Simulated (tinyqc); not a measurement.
Random telegraph noise from one oxide trap in a small MOSFET: two steps of the calculation.

An acceptor-like trap exchanges electrons with the channel. Inversion charge Q = Cox u, u = n Vt W0(exp((Vg - VT)/(n Vt))), W0 the Lambert function, n = nf, Cox = eps0 eox/tox; linear regime Id = (W/L) mu Q Vd. Relative to threshold the surface potential rises by Vt ln(u/u0) and the oxide voltage by the rest of Vg - VT, with u0 = n Vt W0(1).

Values chosen for this exercise; values of the order met in silicon transistors:
- T = 250 K (temperature)
- eox = 3.9 (relative permittivity of the gate insulator (close to silicon dioxide))
- tox = 1 nm (insulator thickness)
- xt = 0.25 nm (depth of the trap from the channel interface)
- E0 = 0.02 eV (trap level above the channel Fermi level at threshold)
- s0 = 2e-15 cm^2 (capture prefactor)
- EB = 0.21 eV (capture barrier (lattice relaxation))
- lt = 0.13 nm (tunnelling decay length)
- vth = 1.4e7 cm/s (thermal velocity)
- zi = 2.4 nm (thickness of the inversion layer)
- VT = 0.38 V (threshold voltage)
- nf = 1.37 (body factor)
- W = 41 nm (gate width)
- L = 23 nm (gate length)
- mu = 200 cm^2/(V s) (mobility)
- asc = 0 V s (scattering coefficient of the charged trap)
- Vd = 0.05 V (drain voltage)
- Vg = 0.39 V (gate voltage)

Constants: q = 1.602176634e-19 C, kB = 1.380649e-23 J/K, Vt = kB T/q, eps0 = 8.8541878128e-14 F/cm where lengths are in cm. Results are converted to the units shown.

Problem 1. Trap level, time constants and occupancy. N = Cox u/q; dpsi = Vt ln(u/u0); E = E0 - dpsi - (xt/tox)(Vg - VT - dpsi); capture time tc = 1/[(N/zi) vth s0 exp(-xt/lt - EB/Vt)]; emission time te = tc exp(-E/Vt); occupancy te/(tc + te).

Find: u; N; dpsi; E; tc; te; occupancy.

Solution 1.

u = 0.020605 V
N = 4.4410e11 cm^-2
dpsi = 0.0044770 V
E = 0.014142 eV
tc = 2.2603e-6 s
te = 1.1724e-6 s
occupancy = 0.34154

The trap lies 0.66 Vt above the Fermi level, so it is empty most of the time.

Problem 2. Step height. A = W L; threshold step dV = q (1 - xt/tox)/(Cox A); gm/Id = 1/(u + n Vt); relative step dI/I = (gm/Id) dV + asc mu/A. Id as defined.

u = 0.020605326 V
N = 4.4410169e11 cm^-2

Give: electrons in the channel N A; dV; gm/Id; number part of dI/I; dI/I; Id; dI.

Solution 2.

electrons in the channel N A = 4.188
dV = 3.690 mV
gm/Id = 19.95 1/V
number part of dI/I = 7.363 %
dI/I = 7.363 %
Id = 1.268 uA
dI = 93.39 nA

Range of the model: VT is taken as given; short-channel effects and the uneven flow of current among few electrons are left out.

tinyqc, about 0.01 s, one thread, Intel Xeon 2.30GHz (shared host): `OMP_NUM_THREADS=1 python tinyqc.py 2710024 2710025 out.jsonl`
